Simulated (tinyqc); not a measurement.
Gamma, L and X subbands of a thin body with non-parabolic valleys: one step. Subband edges. Four cases, with inputs chosen for the exercise.

Problem. n = 1 to 8 for each group; list the ten lowest.

Hard walls, flat band, c = hbar^2/2m0, energies from the bulk Gamma edge. For a valley at angle theta to the normal 1/m_z = cos^2/ml + sin^2/mt and m_d = sqrt(ml mt^2/m_z). Subband n starts at E_v + e with e (1 + a e) = c (n pi/t)^2/m_z, and its density-of-states mass is taken as m_d (1 + 2 a e), without further growth at higher in-plane energy. Groups are named by valley and degeneracy.

Constants: hbar^2/2m0 = 3.80998211 eV angstrom^2.

Case 1.

Values chosen (out of a larger set: near those of a thin InP channel; not measured data): t = 40 angstrom (body thickness).

Groups:

| group | g | E_v (eV) | m_z | m_d | a (1/eV) |
|---|---|---|---|---|---|
| G1 | 1 | 0.00000 | 0.080500 | 0.080500 | 0.5900 |
| L4 | 4 | 0.60700 | 0.139951 | 0.330527 | 0.6400 |
| X1 | 1 | 0.90400 | 0.868000 | 0.262000 | 0.6400 |
| X2 | 2 | 0.90400 | 0.262000 | 0.476882 | 0.6400 |

Case 2.

Values chosen (out of a larger set: near those of a thin GaAs channel; not measured data): t = 70 angstrom (body thickness).

Groups:

| group | g | E_v (eV) | m_z | m_d | a (1/eV) |
|---|---|---|---|---|---|
| G1 | 1 | 0.00000 | 0.067500 | 0.067500 | 0.5800 |
| L2 | 2 | 0.29700 | 0.203803 | 0.226268 | 0.3800 |
| L2' | 2 | 0.29700 | 0.073000 | 0.378066 | 0.3800 |
| X2 | 2 | 0.50600 | 0.397936 | 0.421274 | 0.3800 |
| X1 | 1 | 0.50600 | 0.236000 | 0.547036 | 0.3800 |

Case 3.

Values chosen (out of a larger set: near those of a thin GaSb channel; not measured data): t = 36 angstrom (body thickness).

Groups:

| group | g | E_v (eV) | m_z | m_d | a (1/eV) |
|---|---|---|---|---|---|
| G1 | 1 | 0.00000 | 0.038800 | 0.038800 | 1.1500 |
| L4 | 4 | 0.08200 | 0.141735 | 0.298958 | 0.4800 |
| X1 | 1 | 0.31800 | 1.456000 | 0.227000 | 0.4800 |
| X2 | 2 | 0.31800 | 0.227000 | 0.574902 | 0.4800 |

Case 4.

Values chosen (out of a larger set: near those of a thin GaSb channel; not measured data): t = 30 angstrom (body thickness).

Groups:

| group | g | E_v (eV) | m_z | m_d | a (1/eV) |
|---|---|---|---|---|---|
| G1 | 1 | 0.00000 | 0.038600 | 0.038600 | 1.1500 |
| L2 | 2 | 0.08600 | 0.257848 | 0.222634 | 0.6900 |
| L2' | 2 | 0.08600 | 0.099000 | 0.359299 | 0.6900 |
| X2 | 2 | 0.33100 | 0.392765 | 0.437059 | 0.6900 |
| X1 | 1 | 0.33100 | 0.227000 | 0.574902 | 0.6900 |

Give: Subbands.

Solution.

Case 1.

Subbands:

| subband | g | E (eV) | DOS mass |
|---|---|---|---|
| G1 n=1 | 1 | 0.2539 | 0.1046 |
| L4 n=1 | 4 | 0.7600 | 0.3952 |
| G1 n=2 | 1 | 0.7949 | 0.1560 |
| X1 n=1 | 1 | 0.9306 | 0.2709 |
| X2 n=1 | 2 | 0.9891 | 0.5288 |
| X1 n=2 | 1 | 1.0057 | 0.2961 |
| L4 n=2 | 4 | 1.1141 | 0.5451 |
| X1 n=3 | 1 | 1.1183 | 0.3339 |
| X2 n=2 | 2 | 1.2049 | 0.6605 |
| X1 n=4 | 1 | 1.2573 | 0.3805 |

The lowest subband is G1 n=1, 506 meV below L4 n=1; in the bulk the lowest valley is Gamma.

Case 2.

Subbands:

| subband | g | E (eV) | DOS mass |
|---|---|---|---|
| G1 n=1 | 1 | 0.1070 | 0.0759 |
| L2 n=1 | 2 | 0.3341 | 0.2327 |
| G1 n=2 | 1 | 0.3737 | 0.0968 |
| L2' n=1 | 2 | 0.3982 | 0.4072 |
| L2 n=2 | 2 | 0.4399 | 0.2508 |
| X2 n=1 | 2 | 0.5251 | 0.4274 |
| X1 n=1 | 1 | 0.5381 | 0.5604 |
| X2 n=2 | 2 | 0.5810 | 0.4453 |
| L2 n=3 | 2 | 0.6008 | 0.2785 |
| X1 n=2 | 1 | 0.6302 | 0.5987 |

The lowest subband is G1 n=1, 227 meV below L2 n=1; in the bulk the lowest valley is Gamma.

Case 3.

Subbands:

| subband | g | E (eV) | DOS mass |
|---|---|---|---|
| L4 n=1 | 4 | 0.2698 | 0.3529 |
| X1 n=1 | 1 | 0.3377 | 0.2313 |
| X1 n=2 | 1 | 0.3949 | 0.2438 |
| X2 n=1 | 2 | 0.4388 | 0.6416 |
| G1 n=1 | 1 | 0.4813 | 0.0818 |
| X1 n=3 | 1 | 0.4841 | 0.2632 |
| X1 n=4 | 1 | 0.5990 | 0.2882 |
| L4 n=2 | 4 | 0.7110 | 0.4795 |
| X1 n=5 | 1 | 0.7334 | 0.3175 |
| X2 n=2 | 2 | 0.7427 | 0.8093 |

The lowest subband is L4 n=1, 68 meV below X1 n=1; in the bulk the lowest valley is Gamma.

Case 4.

Subbands:

| subband | g | E (eV) | DOS mass |
|---|---|---|---|
| L2 n=1 | 2 | 0.2331 | 0.2678 |
| L2' n=1 | 2 | 0.4275 | 0.5286 |
| X2 n=1 | 2 | 0.4305 | 0.4971 |
| X1 n=1 | 1 | 0.4962 | 0.7060 |
| L2 n=2 | 2 | 0.5715 | 0.3718 |
| G1 n=1 | 1 | 0.6284 | 0.0944 |
| X2 n=2 | 2 | 0.6749 | 0.6445 |
| X1 n=2 | 1 | 0.8681 | 1.0011 |
| L2 n=3 | 2 | 0.9857 | 0.4991 |
| X2 n=3 | 2 | 0.9893 | 0.8341 |

The lowest subband is L2 n=1, 194 meV below L2' n=1; in the bulk the lowest valley is Gamma.

Computed by tinyqc, one run a case: `OMP_NUM_THREADS=1 python tinyqc.py N N+1 out.jsonl` with N = 1281992, 1282318, 1282384, 1282757; one thread of a shared Intel(R) Xeon(R) Processor @ 2.30GHz, about 0.05 s a run at most.
